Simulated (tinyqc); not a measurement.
How the errors depend on the field: Haynes-Shockley experiment: drift, diffusion and decay of a minority-carrier pulse. Computed by tinyqc, a small Python program. Command: `OMP_NUM_THREADS=1 python tinyqc.py 3110479 3110480 out.jsonl haynes walk`. One thread of a shared host (Intel(R) Xeon(R) Processor @ 2.30GHz), about 0.01 s of CPU time with the checks.

A thin sheet of excess carriers is made at x = 0, t = 0 in a long uniform bar; injection is low, so the pulse moves with the minority mobility.

Inputs (values chosen for the exercise, modelled on electrons in p-type germanium in a lightly doped bar):
```
quantity,value,unit
minority mobility mu,4050,cm^2/(V s)
lifetime tau,410,microsecond
temperature T,330,K
field F,5.1,V/cm
distance d to the collector,0.53,cm
injected sheet density N0,2.6e+10,1/cm^2
```

Constants: k_B = 8.617333262e-05 eV/K.

Method:
- D = mu k_B T/e, v = mu F.
- Transit time d/v, diffusion length sqrt(D tau), drift length v tau, Peclet number v d/D = e F d/(k_B T).
- dn(x, t) = N0/sqrt(4 pi D t) exp(-(x - v t)^2/(4 D t) - t/tau).
- At fixed x the signal peaks where d ln(dn)/dt = 0: a t^2 + t/2 - x^2/(4 D) = 0 with a = v^2/(4 D) + 1/tau.
- The full width at half maximum is found by solving dn(x, t) = peak/2 on both sides of the peak.
- With w that width: mu = d/(F t_p); D = (w d)^2/(16 ln2 t_p^3). The field is scaled by the factors listed.

D = 115.171 cm^2/s

Errors of the simple reading:
```
factor,F (V/cm),v d/D,v^2 tau/(4 D),error of mu (%),error of D (%)
0.5,2.55,47.53,95,2.6515,3.6154
0.7,3.57,66.54,186,1.7826,2.5744
1.0,5.10,95.05,380,1.1892,1.7969
1.5,7.65,142.58,854,0.7623,1.1948
2.5,12.75,237.63,2373,0.4428,0.7152
4.0,20.40,380.21,6075,0.2716,0.4464
7.0,35.70,665.36,18605,0.1531,0.2548
```

What does the comparison show, and why?

The error of mu falls from 2.65 to 0.153 %. For large v d/D it is about D/(v d) + 2 D/(v^2 tau), here 0.153 % in the last row: one part from spreading, one from recombination.

Extremes, crossings and ranges named in words are read from the listed rows.
